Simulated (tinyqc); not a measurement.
Valence-band offset from core levels (Kraut method), with the dipole against the affinity rule: two steps of the calculation.

Binding energies are counted downwards from the Fermi level. dEv > 0 means that the valence edge of B lies below that of A, dEc > 0 that the conduction edge of B lies above that of A; dEc + dEv = EgB - EgA. The spectra are made-up values treated as data.

Inputs (values chosen for the exercise); gaps and affinities close to those of silicon (A) and zirconium oxide (B):
- chiA = 4 eV (electron affinity of A)
- chiB = 2.46 eV (electron affinity of B)
- ei = 3 (relative permittivity inside the dipole layer)
- dd = 0.25 nm (thickness of the dipole layer)
- bg = 45 (background counts in the gap)

Constants: q = 1.602176634e-19 C, eps0 = 8.8541878128e-14 F/cm where lengths are in cm. Results are converted to the units shown.

Question 1. Valence-band maximum of bare A. Fit a straight line to the leading edge by least squares; the maximum vA lies where it meets the background.

```
point  binding energy (eV)  counts on the leading edge
0                     0.99                         152
1                     1.11                         204
2                     1.23                         256
3                     1.35                         307
4                     1.47                         359
5                     1.59                         411
```

Give: slope; intercept; vA.

Answer 1.

slope = 431.19 counts/eV
intercept = -274.74 counts
vA = 0.74152 eV

Question 2. Interface dipole. The affinity rule gives dEc(0) = chiA - chiB; the dipole step is D = dEc - dEc(0), and two sheets of opposite charge dd apart hold N = eps0 ei |D|/(q dd).

dEc = 1.1615185 eV

Give: dEc(0); D; N; field in the dipole layer.

Answer 2.

dEc(0) = 1.5400 eV
D = -0.37848 eV
N = 2.5099e13 cm^-2
field in the dipole layer = 15.139 MV/cm

N is 0.036 elementary charges for each of about 7e14 surface atoms per cm^2.

Numbers from tinyqc (`OMP_NUM_THREADS=1 python tinyqc.py 2410134 2410135 out.jsonl`; about 0.01 s on one thread of a shared Intel Xeon 2.30GHz).
